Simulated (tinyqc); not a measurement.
Changing the eps_inf: single-oscillator infrared dielectric function of a polar cubic crystal. Computed by tinyqc, a small Python program. Command: `OMP_NUM_THREADS=1 python tinyqc.py 3021445 3021446 out.jsonl infrared sweep`. One thread of a shared host (Intel(R) Xeon(R) Processor @ 2.30GHz), about 0.01 s of CPU time with the checks.

One ion pair, charges +Z* and -Z*, in a cell of volume Omega = a^3/4. Frequencies omega are given as wavenumbers (1/cm); eps_s is the static dielectric constant.

Inputs (values chosen for the exercise, modelled on cubic gallium nitride):
```
quantity             value      unit
lattice constant a    4.52  angstrom
mass M_A             69.72         u
mass M_B            14.007         u
omega_TO               561      1/cm
Born charge Z*         2.6         e
```

Structure: zinc blende. Free carriers: present.

Constants: nu for 1 eV/(angstrom^2 u) = 15.6333042 THz; 1 THz = 33.35640952 1/cm; e^2/(4 pi eps_0) = 14.39964548 eV angstrom.

Method. mu = M_A M_B/(M_A + M_B); ionic plasma term W^2 = 4 pi Z*^2 (e^2/(4 pi eps_0))/(Omega mu) in eV/(angstrom^2 u), turned into 1/cm by W = 15.6333042 x 33.35640952 x sqrt(W^2); omega_LO^2 = omega_TO^2 + W^2/eps_inf; eps_s = eps_inf + W^2/omega_TO^2; Szigeti charge 3 Z*/(eps_inf + 2); longitudinal (Callen) charge Z*/eps_inf.

One run for each value:
```
eps_inf  omega_LO (1/cm)   eps_s  Szigeti charge (e)  Callen charge (e)
1.8               1000.5   5.725              2.0526             1.4444
2.7                878.8   6.625              1.6596             0.9630
4.0                789.7   7.925              1.3000             0.6500
6.0                721.5   9.925              0.9750             0.4333
9.0                672.3  12.925              0.7091             0.2889
13.0               640.1  16.925              0.5200             0.2000
20.0               613.6  23.925              0.3545             0.1300
30.0               596.6  33.925              0.2437             0.0867
```

Over the rows, omega_LO (1/cm) falls from 1000 to 597 (exponent d ln y / d ln x -0.32 between the first rows and -0.069 between the last); eps_s rises from 5.73 to 33.9 (exponent d ln y / d ln x 0.36 between the first rows and 0.86 between the last); Szigeti charge (e) falls from 2.05 to 0.244 (exponent d ln y / d ln x -0.52 between the first rows and -0.92 between the last). Electronic screening divides omega_LO^2 - omega_TO^2 by eps_inf, while the ionic part of eps_s does not depend on it.
